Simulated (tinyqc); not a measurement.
Comparisons within one model: strain-driven crossing of the Gamma and L valleys in a germanium-like crystal. A value that a table varies takes the place of the one given here.

Biaxial loads: e0 is the in-plane strain e_par and the normal is free. (001): e_perp = -2 (C12/C11) e_par; exx = eyy = e_par, ezz = e_perp, no shear. (111): e_perp = -(2 C11 + 4 C12 - 4 C44)/(C11 + 2 C12 + 4 C44) e_par; exx = eyy = ezz = (2 e_par + e_perp)/3 and exy = eyz = ezx = (e_perp - e_par)/3. (110): e_perp = -(C11 + 3 C12 - 2 C44)/(C11 + C12 + 2 C44) e_par; exx = eyy = (e_par + e_perp)/2, ezz = e_par, exy = (e_perp - e_par)/2, eyz = ezx = 0. Uniaxial loads: a stress along n, scaled so that n.e.n = e0, with exx = s11 sxx + s12 (syy + szz), exy = s44 sxy/2, s11 = (C11 + C12)/((C11 - C12)(C11 + 2 C12)), s12 = -C12/((C11 - C12)(C11 + 2 C12)), s44 = 1/C44.

Edges from the unstrained valence top: Gamma at Eg + ac tr(e); an L valley with unit axis u at EgL + aL tr(e) + XuL (u.e.u - tr(e)/3), u along [111], [1-1-1], [-11-1], [-1-11]; valence edges are the levels of the 6 x 6 matrix of X, Y, Z times spin with -Dso/3 + l exx + m (eyy + ezz) on the diagonal (cyclic), n exy off it, l = av + 2 b, m = av - b, n = sqrt(3) d. Spin-orbit term (Dso/3) L.sigma on X, Y, Z with (L_k)_ij = -i epsilon_kij: <X+|H|Y+> = -i Dso/3, <X+|H|Z-> = Dso/3, <Y+|H|Z-> = -i Dso/3, <Z+|H|X-> = -Dso/3, <Z+|H|Y-> = i Dso/3, <X-|H|Y-> = i Dso/3, and their conjugates; + and - are the spin along z.

Constants: kB = 8.617333262e-05 eV/K.

Parameters, chosen for this exercise (near those of Ge, gaps at low temperature; not measured data):
- Eg = 0.904 eV (gap at Gamma to the s-like level)
- EgL = 0.753 eV (gap to L)
- Dso = 0.29 eV (spin-orbit splitting)
- ac = -8.16 eV (conduction deformation potential)
- av = 1.22 eV (valence hydrostatic potential)
- b = -2.58 eV (tetragonal shear potential)
- d = -5.26 eV (trigonal shear potential)
- aL = -1.67 eV (hydrostatic potential of the L edge, Xd + Xu/3)
- XuL = 16 eV (uniaxial potential, L)
- C11 = 127.6 GPa
- C12 = 49 GPa
- C44 = 66.2 GPa
- load = biaxial (001) (kind of strain)
- mG = 0.0418 m0 (mass at Gamma)
- mL = 0.564 m0 (density-of-states mass of the four L valleys together)
- T = 77 K (temperature)
- e0 = 0.0199 (size of the strain)

## Which strain makes the gap direct

For tension the difference Gamma minus lowest L is linear in e0; slope per 1 % and the e0 at which it vanishes (a dash: no crossing below 15 %), with the gap there.

Results:
```
load            slope (meV per 1 %)  crossing e0 (%)  gap at the crossing (eV)
biaxial (001)                 -80.0             1.89                     0.564
biaxial (110)                 -22.1             6.85                    -0.591
biaxial (111)                  42.1                -                         -
uniaxial [100]                -28.9             5.23                     0.513
uniaxial [111]                 -2.9                -                         -
uniaxial [110]                 15.6                -                         -
```

The smallest strain is needed for biaxial (001) (1.89 %), then uniaxial [100] (5.23 %). No crossing below 15 % is found for biaxial (111), uniaxial [111] and uniaxial [110]: shear splits the L valleys and pulls the lowest down nearly as fast as, or faster than, Gamma. Loads without off-diagonal strain, (001) and [100], gain (ac - aL) tr(e) = -65 meV per 1 % of volume. Crossings beyond about 3 % are sensitive to second-order terms, left out here. For uniaxial [111] the slope is a near cancellation, so terms beyond this linear model decide. A gap at or below zero marks a crossing beyond the range of this linear model.

## Sweep of a biaxial (001) strain

The valence splitting is the distance of the top two edges. Share in Gamma = mG^(3/2)/(mG^(3/2) + (mL^(3/2)/4) sum_i exp(-(E_Li - E_Gamma)/kT)).

Results:
```
e0 (%)  direct gap (eV)  indirect gap (eV)  Gamma - L (meV)  valence splitting (meV)  share in Gamma (%)
0.00              0.904              0.753              151                        0            2.64e-10
0.34              0.848              0.724              124                       33            1.59e-08
0.69              0.787              0.691               96                       69            1.08e-06
1.03              0.725              0.657               69                      107            6.48e-05
1.37              0.662              0.621               41                      146             0.00390
1.71              0.598              0.584               14                      187               0.234
2.06              0.530              0.544              -14                      229                13.7
2.40              0.464              0.505              -41                      272                90.5
```

Gamma drops below the lowest L valley between e0 = 1.71 and 2.06 %. The direct gap goes from 0.904 to 0.464 eV; of that change -0.162 eV comes from the rise of the valence top through the shear terms and the rest from the volume. The share in Gamma goes from 2.64e-10 to 90.5 %.

## What each parameter does

Direct gap, Gamma minus the lowest L edge and the valence splitting. Each row changes one parameter from the base and keeps the others.

Results:
```
case             direct gap (eV)  Gamma - L (meV)  valence splitting (meV)
base                      0.5440             -8.1                    220.8
b = -2.193 eV             0.5669             -8.1                    184.3
C12 = 56.35 GPa           0.5554              6.8                    236.8
av = 1.037 eV             0.5485             -8.1                    220.8
e0 = 0.02288              0.4861            -31.9                    257.9
C44 = 56.27 GPa           0.5440             -8.1                    220.8
XuL = 18.4 eV             0.5440             -8.1                    220.8
ac = -9.384 eV            0.5140            -38.1                    220.8
```

The largest shifts from the base row, up to three for each result and ties (the steps differ in size, so this ranks the rows, not the parameters). direct gap (eV): e0 -0.0579, ac -0.0300, b +0.0229; unchanged at the printed digits by C44 and XuL. Gamma - L (meV): ac -30.0, e0 -23.8, C12 +14.9; unchanged at the printed digits by b, av, C44 and XuL. valence splitting (meV): e0 +37.1, b -36.5, C12 +16.1; unchanged at the printed digits by av, C44, XuL and ac.

Run: tinyqc, `OMP_NUM_THREADS=1 python tinyqc.py 1050033 1050034 out.jsonl`; Intel(R) Xeon(R) Processor @ 2.30GHz, one thread, shared host; about 0.01 s of CPU time with all checks.
